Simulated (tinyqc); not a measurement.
Bias-temperature instability from a Gaussian distribution of capture and emission barriers: one step, computed by the program tinyqc.

Each trap has a capture time tau_0 exp(E_c/(k_B T)) under stress and an emission time tau_0 exp(E_e/(k_B T)) after it. E_c is Gaussian, and E_e = E_c + d with d Gaussian and independent. A trap counts as filled once t_s exceeds its capture time and as emptied once t_r exceeds its emission time.

Problem. Stress. Demarcation energies E_s = k_B T ln(t_s/tau_0), E_r = k_B T ln(t_r/tau_0); mean barrier mu = mu_c - k_F F; z = (E_s - mu)/sigma_c; Phi is the standard normal distribution. Temperatures in kelvin are T(C) + 273.15. Shift without recovery dV0 = V_max Phi(z); local time exponent n = d ln dV0/d ln t_s = (k_B T/sigma_c) exp(-z^2/2)/(sqrt(2 pi) Phi(z)); apparent activation energy n E_s.

Inputs (values chosen for the exercise, for a model p-channel transistor):
```
quantity,value,unit
shift with all traps filled V_max,260,mV
mean capture barrier at zero field mu_c,1.83,eV
spread of capture barriers sigma_c,0.4,eV
lowering of mu_c per field k_F,0.043,eV/(MV/cm)
oxide field F,8.3,MV/cm
time constant tau_0,3e-09,s
temperature T,175,C
stress time t_s,4,s
```

Constants: k_B = 8.617333262e-05 eV/K.

Give: E_s; mean barrier mu; z; shift without recovery dV0; time exponent n; apparent activation energy.

Solution.

E_s = 0.8114 eV

mean barrier mu = 1.4731 eV

z = -1.654

shift without recovery dV0 = 12.75 mV

time exponent n = 0.1999

apparent activation energy = 0.1622 eV

The stress has filled 4.9 % of the traps. The apparent energy 0.162 eV is only the share n of the barriers near 0.81 eV that are being crossed.
